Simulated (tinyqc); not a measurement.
Inside a calculation: Slater-Koster d bands of a bcc metal. Values are carried at full precision from step to step, so a last printed digit may differ when a step is redone from the rounded ones.

Slater-Koster d bands. For a bond with direction cosines (l, m, n) the 5 x 5 block is dds Ps + ddp Pp + ddd (1 - Ps - Pp), the projectors on sigma, pi and delta states about the bond; for instance <xy|xy> = 3 l^2 m^2 dds + (l^2 + m^2 - 4 l^2 m^2) ddp + (n^2 + l^2 m^2) ddd, <xy|yz> = 3 l m^2 n dds + l n (1 - 4 m^2) ddp + l n (m^2 - 1) ddd and <3z2-r2|3z2-r2> = (n^2 - (l^2 + m^2)/2)^2 dds + 3 n^2 (l^2 + m^2) ddp + (3/4)(l^2 + m^2)^2 ddd. H(k) sums the blocks times cos(k.R) over the neighbours; the d level is the zero of energy; k in 2 pi/a.

Inputs chosen for the exercise (of the size met in Mo; not measured data): dds = -1.332 eV (dd sigma); ddp = 0.559 eV (dd pi); ddd = -0.24 eV (dd delta); f2 = 0.487 (factor on all three integrals for second neighbours); Es = 4.1 eV (s level); sss = -1.22 eV (ss sigma); sds = -0.36 eV (sd sigma); k = (0.27, 0.11, 0.39) 2 pi/a (wave vector); Nd = 5 (d electrons per atom).

## The block of one bond

Direction (1,1,1)/sqrt3; its eigenvalues must be dds once, ddp twice and ddd twice.

block (eV):
```
             xy       yz       zx    x2-y2   3z2-r2
xy      -0.4264  -0.4528  -0.4528        0  -0.3075
yz      -0.4528  -0.4264  -0.4528  -0.2663   0.1538
zx      -0.4528  -0.4528  -0.4264   0.2663   0.1538
x2-y2         0  -0.2663   0.2663   0.2927        0
3z2-r2  -0.3075   0.1538   0.1538        0   0.2927
```

## Levels at Gamma

Neighbours: eight at (a/2)(1,1,1) and equivalents, and six at a(1,0,0) and equivalents with the integrals times f2.

Summing the blocks at k = 0 gives E(t2g) = (8/3) dds + (16/9) ddp + (32/9) ddd + f2 (4 ddp + 2 ddd), E(eg) = (16/3) ddp + (8/3) ddd + f2 (3 dds + 3 ddd).

levels (eV): t2g (threefold) -2.5564, eg (twofold) 0.0446

The t2g level lies lower, by 2.6010 eV.

## The Hamiltonian at one k

An s orbital at Es couples to nearest neighbours alone: <s|s> = sss, <s|xy> = sqrt3 l m sds (cyclic), <s|x2-y2> = (sqrt3/2)(l^2 - m^2) sds, <s|3z2-r2> = (n^2 - (l^2 + m^2)/2) sds.

Sum over the neighbours.

H(k) (eV):
```
             s       xy       yz       zx    x2-y2   3z2-r2
s       2.0429   0.1431   0.3505   1.1041        0        0
xy      0.1431  -0.1877   2.4053   0.7634        0   0.2118
yz      0.3505   2.4053  -0.6897   0.3118   0.4491  -0.2593
zx      1.1041   0.7634   0.3118  -1.3869  -1.4148  -0.8169
x2-y2        0        0   0.4491  -1.4148   0.0081  -0.4126
3z2-r2       0   0.2118  -0.2593  -0.8169  -0.4126   1.1707
```

## Levels and character

Diagonalise H; t2g is xy, yz, zx and eg the other two.

levels (eV): -3.0503  -2.6682  0.7339  1.3540  1.7370  2.8510

weights:
```
     band 1  band 2  band 3  band 4  band 5  band 6
s     0.016   0.016   0.122   0.009   0.315   0.521
t2g   0.926   0.755   0.194   0.049   0.630   0.446
eg    0.058   0.229   0.684   0.942   0.055   0.033
```

## Levels at points of symmetry

Coordinates: G (0, 0, 0), H (1, 0, 0), N (0.5, 0.5, 0), P (0.5, 0.5, 0.5); the others lie half way.

Levels (eV):

| k | band 1 | band 2 | band 3 | band 4 | band 5 | band 6 |
|---|---|---|---|---|---|---|
| G | -5.660 | -2.556 | -2.556 | -2.556 | 0.045 | 0.045 |
| G-H 0.5 | -1.829 | -0.234 | -0.234 | 0.298 | 1.323 | 4.100 |
| H | -4.638 | -4.638 | 4.267 | 4.267 | 4.267 | 13.860 |
| N | -3.547 | -3.388 | 1.349 | 1.829 | 3.856 | 4.678 |
| P | -0.855 | -0.855 | -0.855 | 2.297 | 2.297 | 4.100 |
| P-G 0.5 | -2.800 | -2.800 | -0.075 | 1.141 | 1.141 | 2.080 |
| G-N 0.5 | -2.972 | -2.835 | -0.622 | 0.610 | 0.650 | 0.937 |

On these points the bands run from -5.660 (G) to 13.860 eV (H).

## Second moment and the rectangular band

mu2 = z (dds^2 + 2 ddp^2 + 2 ddd^2)/5 per orbital, with z = 8 + 6 f2^2. A rectangular band with the same mu2 has width W = sqrt(12 mu2), Fermi level W (Nd/10 - 1/2) and bond energy -W Nd (10 - Nd)/20 (Friedel).

mu2 = 4.7386 eV^2
W = 7.5408 eV
Fermi level = 0.0000 eV
bond energy per atom = -9.4260 eV

The bond energy is the attractive part alone; the repulsion between atoms, left out, cancels a large share of it in the cohesive energy.

## Checks

- Levels at Gamma from the formulas against H(0): they agree to 1e-10 or better.
- Second moment from the formula against the mean square level on the mesh: both 4.73862.

Program tinyqc; command `OMP_NUM_THREADS=1 python tinyqc.py 1450326 1450327 out.jsonl`; about 0.03 s on one thread of a shared Intel(R) Xeon(R) Processor @ 2.30GHz.
